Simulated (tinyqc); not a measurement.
Off-state leakage of single and stacked transistors: two steps of the calculation.

n-channel devices of unit width. Subthreshold current I(Vg, Vs, Vd) = I0 (T/300 K)^0.5 exp[(Vg - Vs - VT(T) - gb (Vs - Vb) + dd (Vd - Vs))/(nf Vt)] (1 - exp(-(Vd - Vs)/Vt)), VT(T) = VT - cT (T - 300 K). Gate-edge tunnelling Ig (Vd/1 V) exp(ag (Vd - 1 V)), for a gate at 0 V, and band-to-band leakage Ab u exp(-Bb/u), u = Vd - Vb + 1 V, flow at a drain held at V; both are taken as independent of T. In a stack of off transistors (all gates at 0 V) the same subthreshold current passes through each.

Parameters, values chosen for the exercise; values of the order met in bulk silicon logic transistors:
- T = 358 K (temperature)
- V = 1 V (supply voltage)
- VT = 0.45 V (threshold at 300 K, zero drain and body bias)
- cT = 0.5 mV/K (fall of the threshold with temperature)
- I0 = 0.67 uA/um (current at threshold at 300 K)
- nf = 1.35 (slope factor)
- dd = 0.12 (drain-induced lowering per volt)
- gb = 0.11 (rise of the threshold per volt of source-body bias)
- Ig = 1e-5 uA/um (gate-edge tunnelling current at 1 V)
- ag = 3 1/V (exponential slope of the gate current)
- Ab = 2 uA/(um V) (prefactor of band-to-band leakage at the drain)
- Bb = 29 V (its exponential voltage)
- Vb = -0.3 V (body voltage)

Constants: q = 1.602176634e-19 C, kB = 1.380649e-23 J/K, Vt = kB T/q. Results are converted to the units shown.

Question 1. Leakage of one transistor. Vg = Vs = 0, Vd = V; effective threshold VT(T) - gb Vb - dd V.

Wanted: effective threshold; parts; total; shares.

Answer 1.

effective threshold = 0.33400 V
parts (nA/um): subthreshold 0.24074, gate edge 0.010000, band-to-band 0.015377
total = 0.26612 nA/um
shares (%): subthreshold 90.464, gate edge 3.7577, band-to-band 5.7782

The subthreshold part is the largest.

Question 2. New Vx. Stack of two, Vx the node between them: I_low = I(0, 0, Vx), I_up = I(0, Vx, V), f = ln(I_up/I_low), f' = -(1 + gb + 2 dd)/(nf Vt) - 1/(Vt (exp(Vx/Vt) - 1)) - 1/(Vt (exp((V - Vx)/Vt) - 1)), Vx(new) = Vx - f/f'.

Vx at the start = 0.089 V

Wanted: I_low; I_up; f; f'; Vx after iteration 1.

Answer 2.

I_low = 0.01647 nA/um
I_up = 0.01738 nA/um
f = 0.05388
f' = -34.33 1/V
Vx after iteration 1 = 0.09057 V

tinyqc, about 0.03 s, one thread, Intel Xeon 2.30GHz (shared host): `OMP_NUM_THREADS=1 python tinyqc.py 2242010 2242011 out.jsonl`
